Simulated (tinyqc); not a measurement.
## Zero-field depth and permittivity from two fields

Problem. The apparent depth of a Coulomb trap is Et - sqrt(q F/(pi eps0 eps_r)). Find Et and eps_r.

Constants: q = 1.602176634e-19 C, eps0 = 8.8541878128e-14 F/cm where lengths are in cm. Results are converted to the units shown.

apparent depth at F = 19 and 76 kV/cm (eV): 0.41967441  0.38934883

Answer. The depth is linear in sqrt(F): the intercept is Et and the slope -sqrt(q/(pi eps0 eps_r)).

Et = 0.4500 eV
eps_r = 11.90

Numbers from tinyqc (`OMP_NUM_THREADS=1 python tinyqc.py 2050108 2050109 out.jsonl`; about 0.01 s on one thread of a shared Intel Xeon 2.30GHz).
